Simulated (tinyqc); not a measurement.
Plane-wave Kohn-Sham cycle with exchange-only LDA in a layered model solid, step by step. One step of it, computed by the program tinyqc.

Problem. Iteration 2: levels at that k. Diagonalise the Hermitian matrix.

H (hartree), lower triangle:
```
           -2         -1         +0         +1        +2
-2   0.768736
-1  -0.205657   0.053633
+0   0.000060  -0.205657  -0.184734
+1   0.000304   0.000060  -0.205657   0.053633
+2   0.000347   0.000304   0.000060  -0.205657  0.768736
```

Give: eigenvalues.

Solution.

eigenvalues (hartree): -0.3916  -0.0015  0.1997  0.8235  0.8300
